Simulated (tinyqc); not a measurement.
The product rho l across metals: free and nearly free electrons in a metal.

Constants: hbar^2/2m0 = 3.80998211 eV angstrom^2; hbar = 6.58211957e-16 eV s.

Free electrons with m = 1; fcc cells hold 4 atoms and bcc cells 2; n = atoms z/a^3, kF = (3 pi^2 n)^(1/3), rho l = hbar kF/(n e^2), e = 1.602176634e-19 C. Inputs are chosen for the exercise.

Results:

| case | lattice | a (angstrom) | z | rho (micro-ohm cm) | kF (1/angstrom) | EF (eV) | l (nm) | rho l (1e-16 ohm m^2) |
|---|---|---|---|---|---|---|---|---|
| near Au | fcc | 4.107 | 1 | 2.32 | 1.196 | 5.45 | 36.7 | 8.51 |
| near Li | bcc | 3.492 | 1 | 10.11 | 1.116 | 4.75 | 9.7 | 9.76 |
| near Al | fcc | 4.069 | 3 | 2.40 | 1.741 | 11.54 | 16.7 | 4.01 |
| near Na | bcc | 4.229 | 1 | 4.38 | 0.922 | 3.24 | 32.7 | 14.32 |
| near Ag | fcc | 4.086 | 1 | 1.66 | 1.202 | 5.50 | 50.7 | 8.42 |
| near K | bcc | 5.224 | 1 | 6.64 | 0.746 | 2.12 | 32.9 | 21.85 |

rho l falls as n^(-2/3): it is lowest for the case near Al and highest for near K. The lowest bulk rho belongs to near Ag; in very narrow wires, where rho l rules, the order changes. Real Fermi surfaces depart from spheres, most for the polyvalent and noble metals.

Run: tinyqc, `OMP_NUM_THREADS=1 python tinyqc.py 1680381 1680382 out.jsonl`; Intel(R) Xeon(R) Processor @ 2.30GHz, one thread, shared host; about 0.01 s of CPU time with all checks.
